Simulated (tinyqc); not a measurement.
Raising the sheet density: inversion layer as a triangular well, valleys of the Si type.

Six ellipsoidal valleys with their long axes along the cube axes, mass ml along the axis and mt across it. For a valley whose axis makes the angle theta with the surface normal, 1/m_z = cos^2(theta)/ml + sin^2(theta)/mt sets the confinement; in the plane the masses are m_1 = mt and m_2 = ml mt/m_z, and m_d = sqrt(m_1 m_2).

The field is taken as constant, e F = 4 pi (e^2/4 pi eps0)(Nd + eta Ns)/eps, with 1e12/cm^2 = 1e-4/angstrom^2, and the oxide as a hard wall at z = 0; c = hbar^2/2m0.

Level j of a valley lies at E_j = a_j (c (e F)^2/m_z)^(1/3) above the band edge at the surface, with the Airy zeros a_j = 2.338107, 4.087949, 5.520560, 6.786708, 7.944134, 9.022651, 10.040174, 11.008524, 11.936016, 12.828777, and has <z> = 2 E_j/(3 e F).

Subband i holds n_i = g m_d/(2 pi c) kB T ln(1 + exp((EF - E_i)/kB T)) (spin included), and EF is fixed by sum n_i = Ns over the levels listed or, where none are listed, over j = 0 to 9 of each group; 1e12/cm^2 = 1e-4/angstrom^2.

Constants: hbar^2/2m0 = 3.80998211 eV angstrom^2; e^2/(4 pi eps0) = 14.39964547 eV angstrom; kB = 8.617333262e-05 eV/K.

Parameters, chosen for this exercise (near those of Si; shifted at random, so the results belong to these values and not to a real crystal): ml = 0.901 m0 (longitudinal mass); mt = 0.188 m0 (transverse mass); eps = 11.6 (dielectric constant); Nd = 0.36 x 1e12/cm^2 (depletion charge); eta = 0.5 (share of Ns in the effective field); face = 111 (surface); T = 300 K (temperature); Nss = (0.5, 1, 2, 4, 7, 10, 14) x 1e12/cm^2 (sheet densities).

Valleys (masses in m0):
```
valleys g  cos^2(theta)      m_z      m_1      m_2      m_d
6               0.33333  0.25536  0.18800  0.66333  0.35314
```

The field, the ladders and EF anew for each Ns.

Results:
```
Ns (1e12/cm^2)  F (MV/cm)  lowest E (eV)  next - lowest (meV)  EF - lowest (meV)  share of lowest (%)  <z> (angstrom)
0.5                 0.095         0.0557                 41.7             -105.0                 78.1            47.5
1.0                 0.134         0.0700                 52.4              -84.4                 85.7            39.3
2.0                 0.212         0.0950                 71.1              -63.8                 93.1            31.6
4.0                 0.368         0.1372                102.7              -43.4                 97.9            25.3
7.0                 0.602         0.1905                142.6              -26.7                 99.5            21.2
10.0                0.836         0.2371                177.5              -15.6                 99.9            18.9
14.0                1.148         0.2929                219.2               -4.4                100.0            17.0
```

Levels scale as F^(2/3): the field grows by 12.07 and the lowest level by 5.26. The layer thins from 47.5 to 17.0 angstrom. EF stays below the lowest edge throughout. The share of the lowest subband rises throughout: the spacing grows faster than the band fills.

(tinyqc, `OMP_NUM_THREADS=1 python tinyqc.py 1282438 1282439 out.jsonl`, Intel(R) Xeon(R) Processor @ 2.30GHz, 1 thread, shared host, about 0.04 s.)
